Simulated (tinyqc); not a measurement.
Transfer-length model of a contact: one step of the calculation.

A metal contact of length d and width W on a thin layer of the same width. The metal has no resistance, the sheet resistance under it equals Rsh, and current enters the layer at the front edge x = 0.

Task. Transfer length. A = Lt coth(d/Lt) is solved for Lt, starting from Lt = A. Lt(new) = sqrt(Lt A tanh(d/Lt)), the geometric mean of the old value and the plain step.

Parameters, values chosen for the exercise:
- d = 3.3 um (contact length)

A = 12.236058 um
Lt after iteration 1 = 6.2791454 um

Find: Lt after iteration 2.

Result.

Lt after iteration 2 = 6.085 um

Numbers from tinyqc (`OMP_NUM_THREADS=1 python tinyqc.py 2760128 2760129 out.jsonl`; about 0.01 s on one thread of a shared Intel Xeon 2.30GHz).
